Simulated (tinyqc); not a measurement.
# Distribution of switching voltages from the rising branch

Problem. In a Preisach model that starts with all elements at -1, a rising voltage turns to +1 all elements whose up-switching voltage it has passed, and P = Ps (2 F - 1) with F their total weight; the last voltage saturates the film. Find Ps and the weight that switches in each interval, from 0 V up.

P on the way up (uC/cm^2): 0.8 V -19.482094, 1.6 V -6.581622, 2.4 V 9.372045, 3.2 V 20.700944, 4 V 25.000000

Solution. Each step of P divided by 2 Ps is the weight of that interval; the rising branch says nothing of the down-switching voltages.

Ps = 25.00 uC/cm^2
weights: [0.1104, 0.2580, 0.3191, 0.2266, 0.0860]

Computed by the program tinyqc: `OMP_NUM_THREADS=1 python tinyqc.py 2860107 2860108 out.jsonl`, one thread of a shared Intel Xeon 2.30GHz, about 0.01 s for the whole run.
